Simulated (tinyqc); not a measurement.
Worked calculation: Hall factor, magnetoresistance and optical conductivity for a power-law relaxation time. Computed by tinyqc, a small Python program that keeps every step. Command: `OMP_NUM_THREADS=1 python tinyqc.py 3016113 3016114 out.jsonl magneto walk`. One thread of a shared host (Intel(R) Xeon(R) Processor @ 2.30GHz), about 0.01 s of CPU time with the checks. Intermediate numbers are printed to about 7 digits and carried at full precision; extremes and crossings named in words are read from the listed rows.

One spherical parabolic band, tau(E) = tau_0 x^s with x = E/(k_B T). Landau quantisation is left out.

Inputs (values chosen for the exercise, with a mass close to that of electrons in InAs):
```
quantity,value,unit
effective mass m,0.022,m_0
exponent s,1.5,-
tau_0,770,fs
reduced Fermi level eta,-5,-
temperature T,300,K
magnetic field B,1,T
frequency f,0.043,THz
background permittivity eps_inf,9.58,-
```

Constants: m_0 = 9.1093837015e-31 kg; k_B = 1.380649e-23 J/K; hbar = 1.054571817e-34 J s; e = 1.602176634e-19 C; eps_0 = 8.8541878128e-12 F/m; c = 299792458 m/s.

## Density and moments of tau

<y> = int y x^(3/2) f (1 - f) dx / int x^(3/2) f (1 - f) dx, f = 1/(1 + exp(x - eta)). Integrals over x = E/(k_B T) use 160 Gauss-Legendre points in u = sqrt(x) from 0 to sqrt(max(eta, 0) + 45). n = (2 m k_B T)^(3/2)/(3 pi^2 hbar^3) int x^(3/2) f (1 - f) dx; moments in units of tau_0.

density n = 5.504294e+14 1/cm^3

<tau>/tau_0 = 4.520452

<tau^2>/tau_0^2 = 39.45694

<tau^3>/tau_0^3 = 542.8535

<1/tau> tau_0 = 0.7489958

## Limits

mu = e <tau>/m; weak field r_H = <tau^2>/<tau>^2 and MR = c (mu B)^2, c = <tau^3>/<tau>^3 - r_H^2; strong field r_H = 1 and MR = <tau> <1/tau> - 1.

drift mobility mu = 278273.2 cm^2/(V s)

weak-field Hall factor = 1.930899

coefficient c = 2.148375

saturation MR = 238.5800 %

For a classical gas r_H = Gamma(5/2) Gamma(5/2 + 2s)/Gamma(5/2 + s)^2 = 1.9328.

## At the given field

With w_c = e B/m: sigma_xx = (n e^2/m) <tau/(1 + w_c^2 tau^2)>, sigma_xy = (n e^2/m) <w_c tau^2/(1 + w_c^2 tau^2)>; r_H = (n e/B) sigma_xy/(sigma_xx^2 + sigma_xy^2); MR = sigma_0 sigma_xx/(sigma_xx^2 + sigma_xy^2) - 1, sigma_0 = n e^2 <tau>/m.

mu B = 27.82732

sigma_xx = 0.07712361 S/cm

|sigma_xy| = 0.8581787 S/cm

Hall factor r_H = 1.019391

magnetoresistance MR = 154.9305 %

Caution: the mobility is above what bulk semiconductors reach at this temperature; tau_0 is a model value.

## Field dependence

The formulas are those given above.

Against the field:
```
B (T),mu B,r_H,MR (%)
0.0011,3.061005e-02,1.922099,1.960322e-01
0.0036,1.001783e-01,1.860802,1.756769e+00
0.011,3.061005e-01,1.664380,9.037856e+00
0.022,6.122010e-01,1.493375,1.927909e+01
0.036,1.001783e+00,1.376036,2.991697e+01
0.072,2.003567e+00,1.237724,4.981605e+01
0.14,3.895824e+00,1.141412,7.382265e+01
0.36,1.001783e+01,1.059199,1.130878e+02
1.4,3.895824e+01,1.012936,1.671101e+02
```

r_H falls from 1.922 to 1.013, so a strong-field measurement gives n directly; half of the fall is done between 0.612 and 1.00 in mu B. MR starts as B^1.85 and reaches 70 % of its saturation value in the last row. It arises only because carriers of different energy have different Hall angles, which one Hall field cannot cancel.

## Response at frequency f

sigma(w) = (n e^2/m) <tau/(1 - i w tau)>, w = 2 pi f; eps = eps_inf + i sigma/(eps_0 w); N = sqrt(eps); absorption coefficient 2 w Im N/c; reflectivity |(N - 1)/(N + 1)|^2; plasma frequency sqrt(n e^2/(eps_inf eps_0 m))/(2 pi).

sigma(w) = 9.382581+9.555556i S/cm

permittivity = -389.8668+392.2160i

refractive index = 9.03194+21.71273i

absorption coefficient = 391.3560 1/cm

reflectivity = 0.9368487

plasma frequency = 0.4588475 THz

w <tau> = 0.94 and f/f_p = 0.0937. Here the real part of eps is negative and the sample reflects like a metal.

Checks made by the program: moments against Gamma(5/2 + k s)/Gamma(5/2) (relative difference 4e-03).
